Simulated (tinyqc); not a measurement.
Six-band Luttinger-Kohn model with strain, step by step. Values are carried at full precision from step to step, so a last printed digit may differ when a step is redone from the rounded ones.

Constants: hbar^2/2m0 = 3.80998211 eV angstrom^2.

Values chosen for the exercise (near those of GaP; the results hold for these values, not for the real material):
```
symbol  value             unit        meaning
C11     137.4             GPa
C12     59                GPa
C44     66.3              GPa
load    uniaxial [111]                kind of stress
X       -1.71             GPa         stress
Dso     0.08              eV          spin-orbit splitting
g1      4.04                          Luttinger gamma1
g2      0.49                          gamma2
g3      1.26                          gamma3
av      1.61              eV          valence hydrostatic potential
b       -1.69             eV          tetragonal shear potential
d       -4.74             eV          trigonal shear potential
k       (0.047, 0.05, 0)  1/angstrom  wave vector
kmax    0.1               1/angstrom  end of the path
```

## Strain from a uniaxial [111] stress

s11 = (C11 + C12)/((C11 - C12)(C11 + 2 C12)), s12 = -C12/((C11 - C12)(C11 + 2 C12)), s44 = 1/C44; exx = s11 sxx + s12 (syy + szz) and cyclic, exy = s44 sxy/2; tension is positive. A uniaxial stress X along the unit vector n is s_ij = X n_i n_j.

s11, s12, s44 (1/TPa): 9.8085  -2.9466  15.0830

strain tensor:
```
,x,y,z
x,-0.002232,-0.004299,-0.004299
y,-0.004299,-0.002232,-0.004299
z,-0.004299,-0.004299,-0.002232
```

The volume changes by -0.670 %; there is shear in the cubic axes, so d enters.

## The terms P, Q, R, S at one k

P = c g1 k^2 - av tr(e); Q = c g2 (kx^2 + ky^2 - 2 kz^2) - (b/2)(exx + eyy - 2 ezz); R = c sqrt3 [-g2 (kx^2 - ky^2) + 2i g3 kx ky] + (sqrt3/2) b (exx - eyy) - i d exy; S = 2 c sqrt3 g3 (kx - i ky) kz - d (exz - i eyz); c = hbar^2/2m0, e the strain tensor (not engineering shear).

Form the four terms.

Terms (eV):
```
term,from k,from strain
P,0.07248,0.01078
Q,0.00879,0.00000
R,0.00094+0.03908i,-0.02038i
S,0.00000,-0.02038+0.02038i
```

## The Hamiltonian

Six-band Luttinger-Kohn model in the basis |3/2,3/2>, |3/2,1/2>, |3/2,-1/2>, |3/2,-3/2>, |1/2,1/2>, |1/2,-1/2>, electron energies, zero at the top of the unstrained valence band. H = -[rows: (P+Q, -S, R, 0, -S/r2, r2 R); (-S*, P-Q, 0, R, -r2 Q, r32 S); (R*, 0, P-Q, S, r32 S*, r2 Q); (0, R*, S*, P+Q, -r2 R*, -S*/r2); (-S*/r2, -r2 Q, r32 S, -r2 R, P+Dso, 0); (r2 R*, r32 S*, r2 Q, -S/r2, 0, P+Dso)], r2 = sqrt(2), r32 = sqrt(3/2). Levels are twofold.

Each term is the sum of its two parts.

H(k) (eV):
```
,3/2,3/2,3/2,1/2,3/2,-1/2,3/2,-3/2,1/2,1/2,1/2,-1/2
3/2,3/2,-0.0921,-0.0204+0.0204i,-0.0009-0.0187i,0,-0.0144+0.0144i,-0.0013-0.0265i
3/2,1/2,-0.0204-0.0204i,-0.0745,0,-0.0009-0.0187i,0.0124,0.0250-0.0250i
3/2,-1/2,-0.0009+0.0187i,0,-0.0745,0.0204-0.0204i,0.0250+0.0250i,-0.0124
3/2,-3/2,0,-0.0009+0.0187i,0.0204+0.0204i,-0.0921,0.0013-0.0265i,-0.0144-0.0144i
1/2,1/2,-0.0144-0.0144i,0.0124,0.0250-0.0250i,0.0013+0.0265i,-0.1633,0
1/2,-1/2,-0.0013+0.0265i,0.0250+0.0250i,-0.0124,-0.0144+0.0144i,0,-0.1633
```

## Levels and their make-up

Diagonalise H. The weights add +m and -m and are averaged over each pair; m is taken along z.

levels from the top, each twofold (eV): -0.0456  -0.0891  -0.1951

weights:
```
,top,second,third
|3/2,+-3/2>,0.307,0.539,0.154
|3/2,+-1/2>,0.668,0.195,0.136
|1/2,+-1/2>,0.025,0.265,0.710
```

The top pair is 67 % |3/2,+-1/2>, the second pair is 54 % |3/2,+-3/2> and the third pair is 71 % |1/2,+-1/2>.

## Band edges at k = 0
Diagonalise H at k = 0. The weights add +m and -m (m along z) and are averaged over each pair.

edges from the top (eV): 0.0431  -0.0461  -0.1094

weights at k = 0:
```
,top,second,third
|3/2,+-3/2>,0.439,0.500,0.061
|3/2,+-1/2>,0.439,0.500,0.061
|1/2,+-1/2>,0.122,0.000,0.878
```

The stress splits the top two pairs by 89.2 meV, 3.45 times kT at 300 K (25.85 meV); the third lies 152.5 meV below the top, against Dso = 80 meV without stress.

## Polarisation of the edge transitions

In the basis X, Y, Z times spin, H(k = 0) has -Dso/3 + l exx + m (eyy + ezz) on the diagonal (cyclic) and n exy off it, l = av + 2 b, m = av - b, n = sqrt(3) d. Spin-orbit term (Dso/3) L.sigma on X, Y, Z with (L_k)_ij = -i epsilon_kij: <X+|H|Y+> = -i Dso/3, <X+|H|Z-> = Dso/3, <Y+|H|Z-> = -i Dso/3, <Z+|H|X-> = -Dso/3, <Z+|H|Y-> = i Dso/3, <X-|H|Y-> = i Dso/3, and their conjugates; + and - are the spin along z. The strength of a transition to an s-like conduction level for light polarised along the unit vector u is the weight of the orbital ux X + uy Y + uz Z in the valence state, summed over spin and averaged over the pair.

strain block of X, Y, Z (eV):
```
,X,Y,Z
X,-0.01078,0.03529,0.03529
Y,0.03529,-0.01078,0.03529
Z,0.03529,0.03529,-0.01078
```

Relative strengths:
```
polarisation,top,second,third
[100],0.333,0.333,0.333
[010],0.333,0.333,0.333
[001],0.333,0.333,0.333
[110],0.634,0.167,0.199
[1-10],0.033,0.500,0.467
[111],0.935,0.000,0.065
```

The top pair is strongest for light along [111] (0.935) and weakest along [1-10] (0.033); without strain every direction has 1/3 on average over the fourfold top. For each polarisation the three pairs add up to 1.

## Hole masses at the edges

Curvature at k = 0: m/m0 = -2 c h^2/(E(h u) + E(-h u) - 2 E(0)) with h = 0.0002 1/angstrom along the unit vector u.

Hole masses (m0):
```
direction,top,second,third
[110],0.158,0.360,0.330
[1-10],0.566,0.189,0.198
[100],0.248,0.248,0.248
[001],0.248,0.248,0.248
```

Of the directions listed, the top pair is lightest along [110] (0.158) and heaviest along [1-10] (0.566). These masses hold only for hole energies well below the splitting of 89 meV.

## Bands along [100] and [001]

Six points from 0 to kmax in each direction.

Levels (eV):
```
direction,|k| (1/angstrom),top,second,third,"top, no stress","second, no stress"
[100],0.000,0.0431,-0.0461,-0.1094,0.0000,0.0000
[100],0.020,0.0370,-0.0522,-0.1156,-0.0047,-0.0076
[100],0.040,0.0191,-0.0705,-0.1348,-0.0187,-0.0296
[100],0.060,-0.0095,-0.1000,-0.1691,-0.0420,-0.0638
[100],0.080,-0.0474,-0.1390,-0.2215,-0.0746,-0.1065
[100],0.100,-0.0939,-0.1860,-0.2942,-0.1166,-0.1556
[001],0.000,0.0431,-0.0461,-0.1094,0.0000,0.0000
[001],0.020,0.0370,-0.0522,-0.1156,-0.0047,-0.0076
[001],0.040,0.0191,-0.0705,-0.1348,-0.0187,-0.0296
[001],0.060,-0.0095,-0.1000,-0.1691,-0.0420,-0.0638
[001],0.080,-0.0474,-0.1390,-0.2215,-0.0746,-0.1065
[001],0.100,-0.0939,-0.1860,-0.2942,-0.1166,-0.1556
```

## Checks

- Levels against the same model in the basis X, Y, Z times spin: they agree to 1e-10 or better.

Program tinyqc; command `OMP_NUM_THREADS=1 python tinyqc.py 1051180 1051181 out.jsonl`; about 0.03 s on one thread of a shared Intel(R) Xeon(R) Processor @ 2.30GHz.
